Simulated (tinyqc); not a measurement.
Undoped symmetric double-gate MOSFET, analytic potential model: one step of the calculation.

An undoped body of thickness ts between two equal insulators and tied gates; long channel, electrons only, n = ni exp((psi - V)/Vt) with V the quasi-Fermi potential (0 at the source, Vd at the drain), constant mobility, no quantisation. Across the body psi(x) = V - 2 Vt ln[(ts/(2 beta)) sqrt(q ni/(2 eps0 eps_r Vt)) cos(2 beta x/ts)], x from the centre. Q is the electron charge per area of the whole body.

Question. beta at the source by Newton steps. With V = 0: f = ln(beta) - ln(cos beta) + 2 r beta tan(beta) - (Vg - V0)/(2 Vt); f' = 1/beta + tan(beta) + 2 r [tan(beta) + beta/cos^2(beta)]; beta(new) = beta - f/f'.

Inputs (values chosen for the exercise):
```
symbol  value  unit       meaning
T         300     K   temperature
Vg        0.8     V  gate voltage
```

Constants: q = 1.602176634e-19 C, kB = 1.380649e-23 J/K, Vt = kB T/q. Results are converted to the units shown.

beta at the start = 1
r = 0.20137203
V0 = 0.25852602 V

Wanted: f; f'; beta after iteration 1.

Answer.

f = -9.230
f' = 4.564
beta after iteration 1 = 3.022

Numbers from tinyqc (`OMP_NUM_THREADS=1 python tinyqc.py 2440139 2440140 out.jsonl`; about 0.03 s on one thread of a shared Intel Xeon 2.30GHz).
